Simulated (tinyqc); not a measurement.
Comparisons within one model: band offset from the macroscopic average of a supercell potential. A value that a table varies takes the place of the one given here.

A model of the planar-averaged electrostatic energy of an electron in a periodic cell of N1 periods of A (L1 = N1 n1 h) and N2 periods of B (L2 = N2 n2 h), on z_j = j h: V(z) = f VA + (1 - f) VB + F t(z), VA = V1[0] + V1[1] cos(2 pi z/(n1 h)) + V1[2] cos(4 pi z/(n1 h)), VB the same with V2, n2 and z - L1. f = [tanh(z/w) - tanh((z - L1)/w) + tanh((z - L1 - L2)/w)]/2 + 1/2; t(z) = z - L1/2 in A and (L1/L2)(L1 + L2/2 - z) beyond, so that the cell is periodic.

Running mean over n points, periodic: for odd n the plain mean of the n points centred on j; for even n the n + 1 points with half weight at both ends. The macroscopic average applies the mean over n1 points and then over n2 points.

dEv = Ev(A) - Ev(B) = Ev1 - (dV + Ev2); dEc = Ec(B) - Ec(A) = Eg2 - Eg1 - dEv. The correction of a gap, c = Eg[1] - Eg[0], lowers the valence top by fv c and leaves dV, a ground-state quantity, as it is. Type I: dEv and dEc of one sign; II: opposite signs; III: no overlap of the gaps.

Inputs chosen for the exercise (gaps near those of GaAs and AlAs; the results hold for these values, not for the real material): h = 0.3 angstrom (grid step); n1 = 7 (grid points per period of A); n2 = 6 (grid points per period of B); V1 = (-8.27, 4.43, -0.5) eV (mean and two harmonics of the potential in A); V2 = (-11.76, 3.69, 0.74) eV (the same in B); w = 0.37 angstrom (width of the interfaces); N1 = 5 (periods of A); N2 = 5 (periods of B); F = 0 eV/angstrom (slope in A from opposite charges on the two interfaces); Ev1 = 4.68 eV (valence top of bulk A above its mean potential); Eg1 = (0.49, 1.59) eV (gap of A: semi-local value, corrected value); Ev2 = 7.99 eV (valence top of bulk B above its mean potential); Eg2 = (1.42, 2.33) eV (gap of B: semi-local value, corrected value).

## How thick the regions must be

N1 = N2 = N, no slope (F = 0); dV is read at j = floor(N n1/2) and N n1 + floor(N n2/2). The exact value is V2[0] - V1[0].

Results:
```
N  L1 (angstrom)  dV (eV)  error (meV)
1           2.10  -1.1273      2362.66
2           4.20  -3.4321        57.94
3           6.30  -3.4882         1.84
4           8.40  -3.4900         0.00
5          10.50  -3.4900         0.00
6          12.60  -3.4900         0.00
```

The error is below 10 meV from N = 3 on. The two windows together span 3.90 angstrom and must fit between the interface tails, which fall as exp(-2 z/w); the errors at N = 2, 3 and 4 are 57.94, 1.84 and 0.00 meV.

## The choice of windows

dV read at j = 17 and 50 after means over the numbers of points listed; ripple is the spread over the five points around each.

Results:
```
windows  dV (eV)  ripple in A (meV)  ripple in B (meV)
none      -2.137               7176               4425
7 only    -2.857                  0                949
6 only    -2.923                970                  0
8 only    -3.177                728               1107
8, 7      -3.582                  0                138
7, 6      -3.490                  0                  0
```

Which rows can be used, and how does a wrong window show?

The last row matches both periods and lies 0 meV from the value of a thick cell, V2[0] - V1[0] = -3.490 eV. Against it the raw potential errs by +1.35 eV. No other row is within 20 meV of it. A window one point too long leaves a ripple of 728 meV in A, against 0 meV in the last row: the ripple is the sign to look for. Rows to use, with under 30 meV of ripple in both regions once the tilt is taken off: 7, 6. A row with a large ripple can hit the right value only by chance.

## Where the gap correction goes

dV = B - A = -3.4900 eV

fv1 and fv2 are varied.

Offsets (eV):
```
fv1  fv2     dEv     dEc
0.0  0.0   0.180   0.560
0.5  0.5   0.085   0.655
1.0  1.0  -0.010   0.750
0.0  1.0   1.090  -0.350
1.0  0.0  -0.920   1.660
0.3  0.7   0.487   0.253
```

dEv + dEc = 0.740 eV in every row, but dEv alone spans 2.01 eV, the sum of the two corrections. A scissor on the conduction bands alone (first row) keeps the semi-local dEv; with equal shares fv the shift is fv times the difference of the corrections, -0.19 eV, against their sum of 2.01 eV: most of the error cancels if the shares are alike.

Computed by tinyqc, a small Python program: `OMP_NUM_THREADS=1 python tinyqc.py 1880152 1880153 out.jsonl` (the numbers bound the seed that draws the inputs); one thread of a shared host (Intel(R) Xeon(R) Processor @ 2.30GHz), about 0.01 s for the whole set of steps.
